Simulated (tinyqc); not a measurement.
Slope factor and drain-induced lowering from three currents.

Problem. With source and body at 0 V, I = A exp((Vg + dd Vd)/(nf Vt)) (1 - exp(-Vd/Vt)). Find nf, the swing nf Vt ln 10 and dd.

Values chosen for this exercise: temperature T = 330 K.

Constants: q = 1.602176634e-19 C, kB = 1.380649e-23 J/K, Vt = kB T/q. Results are converted to the units shown.

currents at (Vg, Vd) = (0, 0.05), (0, 0.9) and (0.08, 0.9) V (nA/um): 0.016284661  0.87567182  8.1657422

Answer. The pair at equal Vd gives nf; the pair at equal Vg, after dividing out the factors 1 - exp(-Vd/Vt), gives dd.

nf = 1.26
swing = 82.5 mV/decade
dd = 0.160

Numbers from tinyqc (`OMP_NUM_THREADS=1 python tinyqc.py 2242060 2242061 out.jsonl`; about 0.03 s on one thread of a shared Intel Xeon 2.30GHz).
